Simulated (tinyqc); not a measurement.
Bias-temperature instability, empirical power law with universal recovery: two steps of the calculation.

Threshold-voltage shift at the end of a stress: dV = A (V/V0)^g exp[-(Ea q/kB)(1/T - 1/T0)] (t/1 s)^n. After a delay tr the permanent share pp stays and the rest falls by r = 1/(1 + B (tr/t)^be). An empirical model: its parameters are fits, not properties.

Values chosen for this exercise: reference stress voltage V0 = 2 V; reference temperature T0 = 398 K; shift after 1 s at V0 and T0 A = 16 mV; time exponent n = 0.13; voltage exponent g = 6.3; apparent activation energy of the shift Ea = 0.09 eV; permanent share pp = 0.38; recovery scale B = 4.3; recovery dispersion be = 0.11; use voltage V = 1 V; use temperature T = 398 K; failure criterion dc = 30 mV; delay before the measurement tr = 10 s.

Constants: q = 1.602176634e-19 C, kB = 1.380649e-23 J/K. Results are converted to the units shown.

Task 1. Shift and lifetime at use conditions. The lifetime solves dV = dc; ten years are 3.15576e8 s.

Find: voltage factor; temperature factor; shift after ten years; lifetime; largest voltage for ten years.

Result 1.

voltage factor = 0.012691
temperature factor = 1.0000
shift after ten years = 2.5853 mV
lifetime = 1.546e9 years
largest voltage for ten years = 1.4757 V

The device passes: the shift at ten years is below dc. A lifetime beyond 100 years is a far extrapolation of the power law. In time the voltage exponent is g/n = 48.5 and the activation energy Ea/n = 0.692 eV.

Task 2. What a delayed measurement sees. At V0 and T0, measured shift = dV [pp + (1 - pp) r]; the apparent exponent is the slope of ln(shift) against ln t between the first and last point.

t, point 0 to 2 (s): 1  10  100

Find: dV; share left; measured; apparent n.

Result 2.

```
point	dV (mV)	share left	measured (mV)
0	16.00	0.4748	7.597
1	21.58	0.4970	10.73
2	29.12	0.5229	15.23
```

apparent n = 0.1510

The delay hides 47.7 % of the last shift and raises the exponent from 0.13 to 0.151, since short stresses recover by a larger share.

Computed by the program tinyqc: `OMP_NUM_THREADS=1 python tinyqc.py 2070169 2070170 out.jsonl`, one thread of a shared Intel Xeon 2.30GHz, about 0.01 s for the whole run.
